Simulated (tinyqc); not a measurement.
Configuration-coordinate model of carrier capture at a defect: sweeps and comparisons. A value that a table varies takes the place of the one given here.

Two parabolas of equal curvature k in one coordinate Q: with the carrier free at the band edge, U_f = k Q^2/2; with the carrier trapped, U_t = k (Q - dQ)^2/2 - ET. ER = k dQ^2/2, Huang-Rhys factor S = ER/hw, hw = 0.0646541 sqrt(k/M) eV for k in eV/angstrom^2 and M in u. The curves cross at a height Eb = (ER - ET)^2/(4 ER) above the free minimum.

Multiphonon factor for giving p = ET/hw phonons to the lattice: W = exp(-S (2 nb + 1)) ((nb + 1)/nb)^(p/2) I_p(x), nb = 1/(exp(hw/kT) - 1), x = 2 S sqrt(nb (nb + 1)), I_p the modified Bessel function. Classical limit: W = hw exp(-Eb/kT)/sqrt(4 pi ER kT). At T = 0: exp(-S) S^p/Gamma(p + 1).

Constants: kB = 8.617333262e-05 eV/K.

Parameters, chosen for this exercise (of the size met at a deep level in GaN; not measured data): ET = 0.71 eV (thermal depth of the level below the band edge); ER = 0.68 eV (relaxation energy); hw = 0.05 eV (phonon energy of the mode); T = 150 K (temperature).

## Capture against temperature

The local activation energy is -d ln W/d(1/kT), by central differences with T changed by 1 %.

Against T:

| T (K) | kT/hw | log10 W | log10 W, classical | activation energy (eV) |
|---|---|---|---|---|
| 40 | 0.069 | -0.983 | -0.577 | 0.0000 |
| 60 | 0.103 | -0.983 | -0.651 | 0.0000 |
| 80 | 0.138 | -0.984 | -0.707 | 0.0000 |
| 120 | 0.207 | -0.986 | -0.788 | -0.0003 |
| 160 | 0.276 | -0.993 | -0.847 | -0.0011 |
| 220 | 0.379 | -1.010 | -0.913 | -0.0031 |
| 300 | 0.517 | -1.039 | -0.979 | -0.0067 |
| 400 | 0.689 | -1.076 | -1.040 | -0.0116 |
| 550 | 0.948 | -1.128 | -1.108 | -0.0191 |

log10 W at T = 0 = -0.983
Eb = 0.0003 eV

At 40 K log10 W is -0.98, against -0.98 at T = 0 and -0.6 classically; at 550 K the two forms differ by -0.02. The activation energy read from an Arrhenius plot goes from 0.000 eV at 40 K to -0.019 at 550 K, with its largest value 0.000 at 40 K, against Eb = 0.000 eV; the classical form itself gives Eb - kT/2. With so low a barrier the slope says little about it.

## Capture against depth of the level

ET is varied at fixed ER, hw and T, as by moving the band edge with alloying or pressure.

Against ET:

| ET/ER | ET (eV) | Eb (eV) | log10 W | log10 W, classical |
|---|---|---|---|---|
| 0.10 | 0.068 | 0.1377 | -4.073 | -5.449 |
| 0.25 | 0.170 | 0.0956 | -2.910 | -4.035 |
| 0.50 | 0.340 | 0.0425 | -1.698 | -2.251 |
| 0.75 | 0.510 | 0.0106 | -1.114 | -1.180 |
| 1.00 | 0.680 | 0.0000 | -0.977 | -0.823 |
| 1.25 | 0.850 | 0.0106 | -1.187 | -1.180 |
| 1.50 | 1.020 | 0.0425 | -1.678 | -2.251 |
| 2.00 | 1.360 | 0.1700 | -3.340 | -6.534 |
| 3.00 | 2.040 | 0.6800 | -8.695 | -23.670 |

Capture is fastest at ET/ER = 1 among these rows, where the barrier vanishes or nearly so. The classical form is symmetric about ET = ER; the quantum one gives -1.70 at 0.5 and -1.68 at 1.5, against -2.25 for both. At ET = 3 ER it lies 15.0 decades above the classical value: deep levels capture by emitting many phonons, and the rate falls with depth by 7.9 decades per eV between the last two rows. Rows deeper than the gap of the host are formal.

## What each parameter does

Eb, log10 W and the full width 2.35482 sqrt(ER hw coth(hw/2kT)). Each row changes one parameter from the base and keeps the others.

Results:

| case | Eb (eV) | log10 W | full width (eV) |
|---|---|---|---|
| base | 0.0003 | -0.991 | 0.4434 |
| ET = 0.75 eV | 0.0018 | -1.026 | 0.4434 |
| ER = 0.73 eV | 0.0001 | -0.989 | 0.4594 |
| hw = 0.06 eV | 0.0003 | -0.947 | 0.4803 |
| T = 180 K | 0.0003 | -0.998 | 0.4519 |

The largest shifts from the base row, up to three for each result and ties (the steps differ in size, so this ranks the rows, not the parameters). Eb (eV): ET +0.0015, ER -0.0002; unchanged at the printed digits by hw and T. log10 W: hw +0.044, ET -0.035, T -0.007. full width (eV): hw +0.0369, ER +0.0160, T +0.0085; unchanged at the printed digits by ET.

tinyqc: `OMP_NUM_THREADS=1 python tinyqc.py 1481003 1481004 out.jsonl`; about 0.01 s, one thread, shared Intel(R) Xeon(R) Processor @ 2.30GHz.
